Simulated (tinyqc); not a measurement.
From results back to parameters: Penn model of the dielectric constant and Phillips ionicity. Two cases, with inputs chosen for the exercise.

Problem. eps was computed from a and a hidden C.

n = 32/a^3; Ep^2 = 8 pi c e2 n with c = hbar^2/2m0, e2 = e^2/(4 pi eps0); EF = c (3 pi^2 n)^(2/3); eps = 1 + (Ep/Eg)^2 S with S = 1 - Eg/(4 EF) + (Eg/(4 EF))^2/3, Eg the Penn gap. Core d shells are left out.

Phillips: bond length d = sqrt(3) a/4; homopolar gap Eh = 39.74 d^(-2.48) eV (d in angstrom); Eg^2 = Eh^2 + C^2; ionicity fi = C^2/Eg^2.

Constants: hbar^2/2m0 = 3.80998211 eV angstrom^2; e^2/(4 pi eps0) = 14.39964547 eV angstrom.

Case 1.

Values chosen (out of a larger set: near those of ZnSe; not measured data): a = 5.669 angstrom (cubic lattice constant, 32 valence electrons a cell).

eps = 4.75721

Case 2.

Values chosen (out of a larger set: near those of ZnSe; not measured data): a = 5.696 angstrom (cubic lattice constant, 32 valence electrons a cell).

eps = 4.63231

Find: Eg; Eh; C; fi.

Solution. eps falls steadily with Eg, so one Eg fits; C^2 = Eg^2 - Eh^2.

Case 1.

Eg = 7.390 eV
Eh = 4.286 eV
C = 6.02 eV
fi = 0.664

Case 2.

Eg = 7.451 eV
Eh = 4.235 eV
C = 6.13 eV
fi = 0.677

Computed by tinyqc, one run a case: `OMP_NUM_THREADS=1 python tinyqc.py N N+1 out.jsonl` with N = 1652131, 1652432; one thread of a shared Intel(R) Xeon(R) Processor @ 2.30GHz, about 0.01 s a run at most.
